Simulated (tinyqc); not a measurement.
Implant damage, amorphisation by cascade overlap, and solid-phase epitaxial regrowth: one step, computed by the program tinyqc.

Range and width of the damage are inputs. Dynamic annealing enters only through the surviving share f.

Question. Isothermal regrowth. v = v0 x orientation factor x exp(-E_a/(k_B T)) x [1 + (enhancement - 1) exp(-(z - R_d)^2/(2 s_d^2))], T = anneal temperature + 273.15 K; the dopant is taken to follow the damage profile; the lower front moves from the lower edge z2 to the surface, or to the middle (z1 + z2)/2 of a buried layer with upper edge z1; time = int dz/v; the equivalent undoped distance is that time times the undoped velocity.

Inputs (values chosen for the exercise, modelled on phosphorus ions in silicon):
```
quantity                           value  unit
depth of the damage peak R_d          25    nm
width of the damage profile s_d       15    nm
regrowth prefactor v0            4.7e+15  nm/s
regrowth energy E_a                 2.69    eV
anneal temperature                   565     C
rate relative to (100)              0.33     -
peak enhancement by the dopant       1.6     -
```

lower edge = 42.63068 nm

upper edge = 7.369322 nm

Constants: k_B = 8.617333262e-05 eV/K.

Give: undoped velocity; distance to regrow; time without enhancement; equivalent undoped distance; time with enhancement.

Answer.

undoped velocity = 0.1037 nm/s

distance to regrow = 17.63 nm

time without enhancement = 170.0 s

equivalent undoped distance = 11.91 nm

time with enhancement = 114.9 s

The rate doubles for each 16 K or so near this temperature.
